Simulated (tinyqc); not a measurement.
Bandgap voltage reference from two bipolar transistors: two steps of the calculation.

Two transistors of area 1 and N carry the same current I. Is(T) = Is (T/T0)^eta exp[(Vg0 q/kB)(1/T0 - 1/T)], VBE1 = Vt ln(I/Is(T)) + I rb, VBE2 = Vt ln(I/(N Is(T))) + I rb/N. The amplifier forces I R1(T) = VBE1 - VBE2 + Vos, with R(T) = R (1 + tc (T - T0)) for both resistors, and the output is Vref = VBE1 + I R2(T). Base currents and the Early effect are neglected.

Parameters, values chosen for the exercise; values of the order met in silicon bipolar transistors:

| symbol | value | unit | meaning |
|---|---|---|---|
| T0 | 300 | K | reference temperature |
| Vg0 | 1.17 | V | band-gap voltage extrapolated to 0 K |
| eta | 3.2 |  | temperature exponent of the saturation current |
| Is | 7.1e-18 | A | saturation current of the unit transistor at T0 |
| N | 10 |  | area ratio of the second transistor |
| R1 | 13 | kohm | resistor across which the difference of VBE falls, at T0 |
| tc | 0 | ppm/K | temperature coefficient of both resistors |
| Vos | 0 | mV | offset of the amplifier |
| rb | 45 | ohm | series resistance of the unit transistor |
| R2 | 117.4 | kohm | output resistor at T0 |
| T | 398 | K | temperature |

Constants: q = 1.602176634e-19 C, kB = 1.380649e-23 J/K. Results are converted to the units shown.

Problem 1. Operating point at another temperature. Vt = kB T/q; I = (Vt ln N + Vos)/(R1(T) - rb (1 - 1/N)).

Wanted: Vt; I; Is(T); VBE1; I R2; Vref.

Solution 1.

Vt = 0.03430 V
I = 6.094 uA
Is(T) = 1.213e-12 A
VBE1 = 0.5295 V
I R2 = 0.7154 V
Vref = 1.245 V

From T0 to T, VBE1 changes by -174 mV and I R2 by 176 mV, which leaves 2.36 mV in Vref.

Problem 2. Resistor for zero slope at T0, ideal case. With tc = 0, Vos = 0 and rb = 0 the current is proportional to T, dVBE/dT = (VBE - Vg0 - (eta - 1) Vt)/T, and Vref has zero slope at T0 when Vref = Vg0 + (eta - 1) Vt0. Find VBE1, its slope, that Vref, R2/R1 and the curvature d2Vref/dT2 = -(eta - 1) kB/(q T0).

Find: VBE1; dVBE/dT; Vref; R2/R1; curvature.

Solution 2.

VBE1 = 0.7030 V
dVBE/dT = -1.746 mV/K
Vref = 1.227 V
R2/R1 = 8.801
curvature = -0.6319 uV/K^2

Computed by the program tinyqc: `OMP_NUM_THREADS=1 python tinyqc.py 2062163 2062164 out.jsonl`, one thread of a shared Intel Xeon 2.30GHz, about 0.02 s for the whole run.
